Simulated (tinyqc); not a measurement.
# Thermal stress and diffusional relaxation in a metal film: Coble and Nabarro-Herring creep, cooling and holds, step by step

A worked calculation. Computed by tinyqc, a small Python program that keeps every step. Command: `OMP_NUM_THREADS=1 python tinyqc.py 3007742 3007743 out.jsonl creep walk`. One thread of a shared host (Intel(R) Xeon(R) Processor @ 2.30GHz), about 0.04 s of CPU time with the checks. Intermediate numbers are printed to about 5 digits and carried at full precision; extremes and crossings named in words are read from the listed rows.

A thin film on a rigid substrate is stress-free at T0. Tension is positive and the film creeps linearly: d sigma/dt = -M (mismatch) dT/dt - sigma/tau.

Inputs (values chosen for the exercise, modelled on silver films on silicon):
```
quantity                           value        unit
biaxial modulus M                    135         GPa
expansion mismatch                  16.5      1e-6/K
atomic volume Omega                   17  angstrom^3
lattice prefactor D0             3.5e-05       m^2/s
lattice energy E                    1.93          eV
boundary prefactor (delta D_b)0  4.2e-15       m^3/s
boundary energy E_b                0.929          eV
grain size d                         1.1          um
stress-free temperature T0           350           C
hold temperature T                   180           C
hold time t                        0.012           h
cooling rate                          30       C/min
```

Constants: k_B = 1.380649e-23 J/K; k_B = 8.617333262e-05 eV/K.

## Elastic stress after a quench

Thermoelastic slope = M x mismatch; sigma_0 = slope x (T0 - T).

thermoelastic slope = 2.2275 MPa/K

stress after a quench sigma_0 = 378.675 MPa

## Creep at the hold temperature

Creep rate per stress: Nabarro-Herring 14 D Omega/(k_B T d^2), Coble (14 pi) delta D_b Omega/(k_B T d^3), with D = D0 exp(-E/(k_B T)), delta D_b = (delta D_b)0 exp(-E_b/(k_B T)); 1/tau = M x (sum of both)/2 (biaxial strain rate is half the uniaxial one). Temperatures in kelvin are T(C) + 273.15. sigma(t) = sigma_0 exp(-t/tau), relaxed part sigma_0 - sigma(t); the grain size where both mechanisms are equal is pi delta D_b/D.

Nabarro-Herring rate = 3.7735e-22 1/(Pa s)

Coble rate = 1.7557e-14 1/(Pa s)

relaxation time tau = 0.23439 h

stress after the hold = 359.78 MPa

stress relaxed during the hold = 18.899 MPa

crossover grain size = 5.1181e+07 um

Coble creep is 4.7e7 times as fast as Nabarro-Herring creep at this grain size. The crossover size is formal, far above any film grain. Caution: bulk creep laws overstate relaxation in a bonded film, where the substrate constrains boundary diffusion, and dislocation glide is left out.

## Stress after cooling to room temperature

Cooling from T0 at the constant rate: d sigma/dT = -slope + sigma/(tau(T) x rate), integrated to 25 C (stiff solver, tolerance 1e-9). Effective stress-free temperature T_eff = 25 C + sigma/slope.

stress at 25 C = 464.91 MPa

effective stress-free temperature = 233.71 C

Creep during cooling removes 35.8 % of the elastic value. Caution: bulk creep laws overstate relaxation in a bonded film, and dislocation glide would cap stresses above the yield stress.

## Where a fixed hold relaxes most

For each hold temperature: sigma_0 = slope (T0 - T), relaxed stress sigma_0 (1 - exp(-t/tau)), initial rate sigma_0/tau. In confined lines the relaxed part appears as void volume.

Holds:
```
T (C)  sigma_0 (MPa)     tau (h)  relaxed (MPa)  initial rate (MPa/h)
25          723.9375  3.6263e+04     2.3956e-04            1.9964e-02
65          634.8375  5.7092e+02     1.3343e-02            1.1119e+00
105         545.7375  2.1905e+01     2.9888e-01            2.4913e+01
145         456.6375  1.5843e+00     3.4456e+00            2.8823e+02
185         367.5375  1.8279e-01     2.3354e+01            2.0107e+03
225         278.4375  3.0042e-02     9.1692e+01            9.2684e+03
265         189.3375  6.4964e-03     1.5948e+02            2.9145e+04
305         100.2375  1.7453e-03     1.0013e+02            5.7431e+04
345          11.1375  5.5835e-04     1.1137e+01            1.9947e+04
```

The relaxed stress peaks at 265 C among these rows: colder holds have more stress but slower diffusion, hotter ones faster diffusion but less stress. The initial rate peaks about k_B T^2/E_b = 36 K below T0 when boundaries dominate; its largest row is 305 C. Caution: dislocation glide would cap stresses above the yield stress; capping layers can block the surface and boundary paths, and threshold stresses are ignored.

Checks made by the program: cooling integral by quadrature (relative difference 3e-10).
